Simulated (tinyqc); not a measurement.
AlGaN/GaN HEMT with access regions, lumped model: effect of the source access length.

A polarisation-induced electron sheet under a Schottky gate, in series with two ungated access regions and contacts. Drift law v = mu E/(1 + mu E/vs) under the gate. Currents in mA/mm, resistances in ohm mm. No self-heating, no channel-length modulation; fits for polarisation, barrier and offset are chosen for the exercise.

sigma = (5e13 x + 1.6e13 x^2) cm^-2, phiB = 0.84 + 1.3 x, dEc = 0.7 (1.71 x + x^2) in volts, Cb = eps0 eps_r/d, VT = phiB - dEc - q sigma/Cb, access density n0 = -Cb VT/q. Access resistance R(L, n) = L/(q mu n sqrt(1 - (I/(q n vs))^2)); Rs = Rc + R(Ls, n0), Rd = Rc + R(Ld, (1 - ft) n0). Vg' = Vg - I Rs, Vd' = Vd - I (Rs + Rd); with u = Vg' - VT, Vc = vs Lg/mu and w the smaller of Vd' and Vc [sqrt(1 + 2 u/Vc) - 1] (0 if negative), the channel gives (mu Cb/Lg)(u w - w^2/2)/(1 + w/Vc). I equals that channel current. Isat is I at Vd = 10 V, gm = dIsat/dVg, Ron the limit of Vd/I at small Vd.

Values chosen for this exercise; values close to those of AlGaN/GaN structures:

| symbol | value | unit | meaning |
|---|---|---|---|
| x | 0.22 |  | aluminium share of the barrier |
| d | 15 | nm | barrier thickness |
| eps_r | 9.3 |  | relative permittivity of barrier and channel |
| mu | 1300 | cm^2/(V s) | channel mobility |
| vs | 1.3e7 | cm/s | saturation velocity |
| Lg | 0.25 | um | gate length |
| Ld | 16 | um | drain access length |
| Rc | 0.25 | ohm mm | resistance of each contact |
| ft | 0 |  | share of the drain-access electrons removed by traps |
| Vg | -0.5 | V | gate voltage |

Constants: q = 1.602176634e-19 C, eps0 = 8.8541878128e-14 F/cm where lengths are in cm. Results are converted to the units shown.

The same in every row: VT (V) = -2.608; n0 (cm^-2) = 8.935e12.

Effect of the source access length:

| Ls (um) | Ron (ohm mm) | Isat (mA/mm) | gm (mS/mm) |
|---|---|---|---|
| 0.1 | 9.318 | 795.6 | 456.0 |
| 0.3 | 9.425 | 755.2 | 426.6 |
| 0.6 | 9.586 | 703.1 | 391.1 |
| 1 | 9.801 | 645.3 | 354.2 |
| 1.5 | 10.07 | 586.5 | 318.4 |
| 2.5 | 10.61 | 498.1 | 266.9 |
| 4 | 11.41 | 408.1 | 216.4 |

What does the table show?

As Ls goes from 0.1 to 4 um, Ron rises from 9.32 to 11.4 ohm mm, Isat falls from 796 to 408 mA/mm and gm falls from 456 to 216 mS/mm. The ceiling Cb vs is 714 mS/mm. For Ls = 0.1 to 1.5 um the power passes 5 W/mm, where self-heating, left out here, lowers the current.

tinyqc, about 0.02 s, one thread, Intel Xeon 2.30GHz (shared host): `OMP_NUM_THREADS=1 python tinyqc.py 2570001 2570002 out.jsonl`
